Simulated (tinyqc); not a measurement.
# Worked calculation: MOSFET in saturation, small-signal circuit and noise

Program tinyqc, `OMP_NUM_THREADS=1 python tinyqc.py 2150003 2150004 out.jsonl`; Intel Xeon 2.30GHz, shared host, one thread, about 0.01 s. Printed values are rounded.

Bias by the inversion coefficient IC = I/Ispec (charge-based model with velocity saturation; weak inversion below 0.1, strong above 10). Common-source circuit: gm, gds, Cgs, Cgd and Cj at the inner nodes, Rg in series with the gate; quasi-static, no source or drain resistance, no gate-body capacitance, no substrate network, no induced gate noise, so fmax is an upper estimate.

Values chosen for this exercise:
```
symbol   value         unit                                   meaning
T          325            K                               temperature
L           65           nm                               gate length
W           80           um                          total gate width
Cox       1.63      uF/cm^2                          gate capacitance
mu         160   cm^2/(V s)                                  mobility
n         1.36                                           slope factor
Ls          20           nm                velocity-saturation length
sg       0.042                                           ratio gds/gm
Cov       0.45        fF/um   overlap and fringe capacitance per side
Cj         0.5        fF/um                drain junction capacitance
Rsh          8          ohm              sheet resistance of the gate
Wf           2           um                              finger width
Rc         100       ohm um      gate contact and vertical resistance
IC         2.8                                  inversion coefficient
gw        0.03               short-channel excess of the noise factor
Nt      1.2e18  cm^-3 eV^-1                        oxide trap density
lt         0.1           nm          tunnelling length into the oxide
ac        3000        V s/C            Coulomb scattering coefficient
f            6          GHz                          signal frequency
```

Constants: q = 1.602176634e-19 C, kB = 1.380649e-23 J/K, Vt = kB T/q. Results are converted to the units shown.

Range of the model: fmax exceeds 4 fT, where channel resistance and substrate losses, left out here, would cap it.

## Current, transconductance and gain

Ispec = 2 n mu Cox (W/L) Vt^2, lc = Ls/L, gms = [sqrt((lc IC + 1)^2 + 4 IC) - 1]/[2 + lc (lc IC + 1)], gm = gms Ispec/(n Vt), gds = sg gm.

Ispec = 684.803 uA
I = 1917.45 uA
gms = 1.09980
gm = 19.7734 mS
gds = 0.830485 mS
gm/I = 10.3124 1/V

gm/I is 39.3 % of its weak-inversion limit 1/(n Vt); without velocity saturation (lc = 0) gms would be 1.25.

## Capacitances, gate resistance and cut-off frequencies

qs = [sqrt(1 + 4 IC) - 1]/2, Cgs = Cox W L qs (2 qs + 3)/(3 (qs + 1)^2) + Cov W, Cgd = Cov W, Cd = Cj W, Rg = Rsh (Wf/L)/(12 Nf) + Rc/W with Nf = W/Wf fingers (not rounded) contacted at both ends. fT = gm/(2 pi (Cgs + Cgd)), fmax = fT/(2 sqrt(Rg (gds + 2 pi fT Cgd))).

Cgs = 74.3310 fF
Cgd = 36 fF
Cd = 40 fF
Rg = 1.76282 ohm
fT = 28.5237 GHz
fmax = 125.874 GHz

Overlap and fringe make up 65.3 % of the gate capacitance; fmax is 4.41 times fT.

## Admittance matrix

Inner admittances at w = 2 pi f: y11 = i w (Cgs + Cgd), y12 = -i w Cgd, y21 = gm - i w Cgd, y22 = gds + i w (Cgd + Cd). Invert to Z, add Rg to Z11 and invert back to Y.

inner y (mS):
```
	1	2
1	0.0000+4.1594i	0.0000-1.3572i
2	19.7734-1.3572i	0.8305+2.8651i
```

Y with Rg (mS):
```
	1	2
1	0.0305+4.1592i	-0.0100-1.3571i
2	19.7624-1.5021i	0.8341+2.9124i
```

## Current gain and unilateral power gain

|h21| = |Y21/Y11|; U = |Y21 - Y12|^2/(4 [Re Y11 Re Y22 - Re Y12 Re Y21]). Extrapolated at 20 dB a decade: f |h21| and f sqrt(U).

|h21| = 4.76513
U = 440.115
f |h21| = 28.5908 GHz
f sqrt(U) = 125.874 GHz

f |h21| is 0.24 % above the formula for fT, and f sqrt(U) within 0.01 % of that for fmax.

## Noise at the gate

Channel noise Sid = 4 kB T gam n gm with gam = (1/2 + (2/3) qs)/(1 + qs) + gw lc IC, qs = [sqrt(1 + 4 IC) - 1]/2, lc = Ls/L (the last term an empirical rise with velocity saturation); at the gate, white noise Sw = Sid/gm^2 + 4 kB T Rg. Number fluctuation with correlated mobility: S(f) = K/f, K = q^2 Vt lt Nt/(W L Cox^2) (1 + ac mu Cox I/gm)^2, Vt in eV with Nt per eV. Corner fc = K/Sw. Full shot noise would be 2 q I.

gam = 0.618321
Sid = 2.98443e-22 A^2/Hz
Sid/(2 q I) = 0.485733
sqrt(Sw) = 0.891596 nV/Hz^0.5
K = 7.22769e-11 V^2
fc = 90.9208 MHz

The gate resistance gives 4.0 % of the white noise power.
